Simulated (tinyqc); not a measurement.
Global model of a low-pressure process discharge: electron temperature, density, ion flux and ion energy: one step, computed by the program tinyqc. Command: `OMP_NUM_THREADS=1 python tinyqc.py 3110419 3110420 out.jsonl plasma walk`. One thread of a shared host (Intel(R) Xeon(R) Processor @ 2.30GHz), about 0.01 s of CPU time with the checks.

Maxwellian electrons with temperature T_e in eV, one positive ion, no negative ions, uniform bulk density n; rate constants have the Arrhenius form.

Task: Geometry factors. n_g = p/(k_B T_g); lambda_i = 1/(n_g sigma); h_L = 0.86/sqrt(3 + L/(2 lambda_i)), h_R = 0.8/sqrt(4 + R/lambda_i); A_eff = 2 pi R^2 h_L + 2 pi R L h_R; d_eff = pi R^2 L/A_eff.

Inputs (values chosen for the exercise, of the order of those of an inductive discharge in a simple atomic gas):
```
quantity                     value  unit
ion-neutral cross section  8.3e-19   m^2
pressure p                    0.51    Pa
gas temperature T_g            400     K
radius R                        20    cm
height L                        17    cm
```

Constants: k_B = 1.380649e-23 J/K.

Give: gas density n_g; ion mean free path; h_L; h_R; A_eff; d_eff.

Result:

gas density n_g = 9.235e+19 1/m^3

ion mean free path = 1.305 cm

h_L = 0.2788

h_R = 0.1820

A_eff = 1089 cm^2

d_eff = 19.61 cm
